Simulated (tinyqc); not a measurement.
Haynes-Shockley experiment: drift, diffusion and decay of a minority-carrier pulse: one step, computed by the program tinyqc.

A thin sheet of excess carriers is made at x = 0, t = 0 in a long uniform bar; injection is low, so the pulse moves with the minority mobility.

Task: Transport coefficients. D = mu k_B T/e, v = mu F. Transit time d/v, diffusion length sqrt(D tau), drift length v tau, Peclet number v d/D = e F d/(k_B T).

Inputs (values chosen for the exercise, modelled on electrons in p-type germanium in a lightly doped bar):
```
quantity                     value         unit
minority mobility mu          3650   cm^2/(V s)
lifetime tau                    82  microsecond
temperature T                  300            K
field F                         17         V/cm
distance d to the collector   0.35           cm
```

Constants: k_B = 8.617333262e-05 eV/K.

Give: D; drift velocity v; transit time d/v; diffusion length; drift length v tau; Peclet number.

Result:

D = 94.36 cm^2/s

drift velocity v = 62050 cm/s

transit time d/v = 5.641 microsecond

diffusion length = 879.6 micrometre

drift length v tau = 5.0881 cm

Peclet number = 230.2

The pulse must travel 0.0688 drift lengths.
